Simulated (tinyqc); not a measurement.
Sputter depth profiling of a dopant layer: erosion rate, quantification and the mixing-roughness response: one step, computed by the program tinyqc. Command: `OMP_NUM_THREADS=1 python tinyqc.py 3018127 3018128 out.jsonl sims walk`. One thread of a shared host (Intel(R) Xeon(R) Processor @ 2.30GHz), about 0.01 s of CPU time with the checks.

A rastered ion beam erodes silicon (49.94 atoms per nm^3). The measured profile is the true one convolved with a depth response.

Question. Erosion and sensitivity. Scaling chosen for the exercise: yield Y = Y1 E^0.5, mixing length w = w1 E^0.5 (E in keV). Erosion rate = Y I/(e x raster^2 x density); depth step = rate x counting time; concentration = RSF x counts/matrix counts; detection limit = RSF x 3 sqrt(background x time)/(matrix rate x time).

Inputs (values chosen for the exercise, modelled on a dopant in silicon under an oxygen or caesium beam): beam energy E = 1.2 keV; beam current = 110 nA; raster side = 400 um; sputter yield at 1 keV = 0.93; mixing length at 1 keV = 2.1 nm; relative sensitivity factor RSF = 6.5e+21 1/cm^3; matrix count rate = 310000 1/s; background count rate = 0.35 1/s; counting time per point = 1 s.

True profile: delta layer.

Constants: e = 1.602176634e-19 C.

Give: yield Y; mixing length w; erosion rate; depth step; detection limit.

Answer.

yield Y = 1.0188

mixing length w = 2.3004 nm

erosion rate = 0.087536 nm/s

depth step = 0.087536 nm

detection limit = 3.7214e+16 1/cm^3

Caution: with so few background counts Poisson statistics, not 3 sqrt(N), set the true limit.
